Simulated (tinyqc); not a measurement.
Gain spectrum: optical gain and spontaneous emission in a bulk direct-gap semiconductor.

Parabolic bands, vertical transitions, no excitons. For each hole band j: mr = me mj/(me + mj); joint density of states J_j(E) = (mr/c)^(3/2) sqrt(E - Eg)/(2 pi^2), both spins, c = hbar^2/2m0; averaged matrix element |e.p|^2 = m0 Ep/6; alpha_j(E) = 4 pi^2 alpha_f c Ep J_j/(3 nr E) in 1/angstrom (alpha_f the fine-structure constant, listed as alpha among the constants), times 1e8 for 1/cm.

F_j(eta) = (1/Gamma(j + 1)) integral_0^infinity x^j dx/(1 + exp(x - eta)), which tends to exp(eta) for eta << 0.

Quasi-Fermi levels: n = Nc F_1/2(Fc/kT) and p = Nv F_1/2(Fv/kT), Fc counted up from the conduction edge and Fv down from the valence edge; Nc, Nv from N = 2 (m kB T/(4 pi c))^(3/2) with c = hbar^2/2m0, in 1/angstrom^3; times 1e24 for 1/cm^3, with me and (mhh^(3/2) + mlh^(3/2))^(2/3).

For band j the electron sits at Ee = (E - Eg) mr/me above its edge and the hole at Eh = (E - Eg) mr/mj; fe = 1/(1 + exp((Ee - Fc)/kT)), fh = 1/(1 + exp((Eh - Fv)/kT)); gain g = sum_j alpha_j (fe + fh - 1).

Constants: hbar^2/2m0 = 3.80998211 eV angstrom^2; fine-structure constant alpha = 0.007297352564; kB = 8.617333262e-05 eV/K.

Values chosen for the exercise (near those of InGaAs; the results hold for these values, not for the real material): Eg = 0.754 eV (direct gap); me = 0.0413 m0 (electron mass); mhh = 0.481 m0 (heavy-hole mass); mlh = 0.0512 m0 (light-hole mass); Ep = 22.9 eV (Kane energy); nr = 3.57 (refractive index); T = 300 K; n = 2e+18 1/cm^3 (injected density, n = p).

At the density n.

Spectrum:
```
E - Eg (eV)  alpha, empty (1/cm)  fe, heavy  fh, heavy  g (1/cm)
0.005                       1620      0.994      0.198       305
0.010                       2275      0.993      0.195       413
0.020                       3176      0.990      0.191       535
0.030                       3841      0.985      0.186       595
0.045                       4616      0.975      0.179       617
0.060                       5231      0.958      0.173       570
0.080                       5896      0.918      0.164       386
0.100                       6437      0.845      0.156         5
0.130                       7091      0.652      0.144     -1102
0.170                       7757      0.311      0.130     -3336
0.220                       8372      0.071      0.113     -5619
```

Fc + Fv = 0.1002 eV

What can be read from this table?

g is positive below E - Eg = 0.1002 eV; the largest value listed is 617 1/cm at 0.045 eV. At 0.220 eV above the gap g is -0.67 times the absorption of the empty crystal, whose limit is -1.

tinyqc: `OMP_NUM_THREADS=1 python tinyqc.py 1680525 1680526 out.jsonl`; about 0.1 s, one thread, shared Intel(R) Xeon(R) Processor @ 2.30GHz.
